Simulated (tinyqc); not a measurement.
Spectrum around the optical phonon: single-oscillator infrared dielectric function of a polar cubic crystal. Computed by tinyqc, a small Python program. Command: `OMP_NUM_THREADS=1 python tinyqc.py 3025838 3025839 out.jsonl infrared walk`. One thread of a shared host (Intel(R) Xeon(R) Processor @ 2.30GHz), about 0.01 s of CPU time with the checks.

One ion pair, charges +Z* and -Z*, in a cell of volume Omega = a^3/4. Frequencies omega are given as wavenumbers (1/cm); eps_s is the static dielectric constant.

Inputs (values chosen for the exercise, modelled on indium phosphide):

| quantity | value | unit |
|---|---|---|
| lattice constant a | 5.869 | angstrom |
| mass M_A | 114.82 | u |
| mass M_B | 30.97 | u |
| omega_TO | 302 | 1/cm |
| Born charge Z* | 2.59 | e |
| eps_inf | 9.54 | - |
| phonon damping gamma | 4 | 1/cm |

Structure: zinc blende. Free carriers: absent.

Constants: nu for 1 eV/(angstrom^2 u) = 15.6333042 THz; 1 THz = 33.35640952 1/cm; e^2/(4 pi eps_0) = 14.39964548 eV angstrom.

Method:
- mu = M_A M_B/(M_A + M_B); ionic plasma term W^2 = 4 pi Z*^2 (e^2/(4 pi eps_0))/(Omega mu) in eV/(angstrom^2 u), turned into 1/cm by W = 15.6333042 x 33.35640952 x sqrt(W^2); omega_LO^2 = omega_TO^2 + W^2/eps_inf; eps_s = eps_inf + W^2/omega_TO^2; Szigeti charge 3 Z*/(eps_inf + 2); longitudinal (Callen) charge Z*/eps_inf.
- eps(omega) = eps_inf + W^2/(omega_TO^2 - omega^2 - i gamma omega); n + i k = sqrt(eps) with k >= 0; R = |(n + i k - 1)/(n + i k + 1)|^2 at normal incidence from vacuum.
- The loss function is Im(-1/eps).

omega_LO = 345.358 1/cm

W = 517.463 1/cm

Spectrum:

| omega (1/cm) | Re eps | Im eps | R | Im(-1/eps) |
|---|---|---|---|---|
| 151 | 13.454 | 0.034563 | 0.32667 | 1.9094e-04 |
| 257 | 20.167 | 0.43429 | 0.40425 | 0.0010673 |
| 293 | 57.258 | 10.444 | 0.59149 | 0.0030830 |
| 302 | 9.54 | 221.66 | 0.82394 | 0.0045030 |
| 313 | -28.731 | 7.0827 | 0.91777 | 0.0080889 |
| 324 | -9.7322 | 1.8136 | 0.89914 | 0.018505 |
| 337 | -2.3893 | 0.71901 | 0.76735 | 0.11549 |
| 345 | -0.061034 | 0.47624 | 0.23568 | 2.0659 |
| 352 | 1.3665 | 0.35193 | 0.011357 | 0.17674 |
| 366 | 3.2841 | 0.21423 | 0.083957 | 0.019779 |
| 397 | 5.5100 | 0.096374 | 0.16206 | 0.0031734 |
| 518 | 8.0284 | 0.017683 | 0.22875 | 2.7434e-04 |
| 863 | 9.1303 | 0.0021639 | 0.25270 | 2.5958e-05 |

R peaks among these rows at 313 per cm with 0.92 and is lowest, 0.011, at 352; far above omega_LO it tends to ((sqrt(eps_inf) - 1)/(sqrt(eps_inf) + 1))^2 = 0.261. Im eps is largest at 302 and the loss function at 345: absorption marks the TO mode and the loss function the LO mode. Re eps is negative in some rows, where R averages 0.70.

Extremes, crossings and ranges named in words are read from the listed rows.
